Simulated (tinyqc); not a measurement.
Sputter depth profiling of a dopant layer: erosion rate, quantification and the mixing-roughness response: one step, computed by the program tinyqc. Command: `OMP_NUM_THREADS=1 python tinyqc.py 3013663 3013664 out.jsonl sims walk`. One thread of a shared host (Intel(R) Xeon(R) Processor @ 2.30GHz), about 0.07 s of CPU time with the checks.

A rastered ion beam erodes silicon (49.94 atoms per nm^3). The measured profile is the true one convolved with a depth response.

Problem. Erosion and sensitivity. Scaling chosen for the exercise: yield Y = Y1 E^0.5, mixing length w = w1 E^0.5 (E in keV). Erosion rate = Y I/(e x raster^2 x density); depth step = rate x counting time; concentration = RSF x counts/matrix counts; detection limit = RSF x 3 sqrt(background x time)/(matrix rate x time).

Inputs (values chosen for the exercise, modelled on a dopant in silicon under an oxygen or caesium beam):
```
quantity                           value    unit
beam energy E                        1.4     keV
beam current                         370      nA
raster side                          300      um
sputter yield at 1 keV               1.6       -
mixing length at 1 keV               1.8      nm
relative sensitivity factor RSF  1.1e+21  1/cm^3
matrix count rate                 500000     1/s
background count rate               0.57     1/s
counting time per point              0.5       s
```

True profile: box.

Constants: e = 1.602176634e-19 C.

Give: yield Y; mixing length w; erosion rate; depth step; detection limit.

Solution.

yield Y = 1.8931

mixing length w = 2.1298 nm

erosion rate = 0.97271 nm/s

depth step = 0.48636 nm

detection limit = 7.0469e+15 1/cm^3

Caution: with so few background counts Poisson statistics, not 3 sqrt(N), set the true limit.
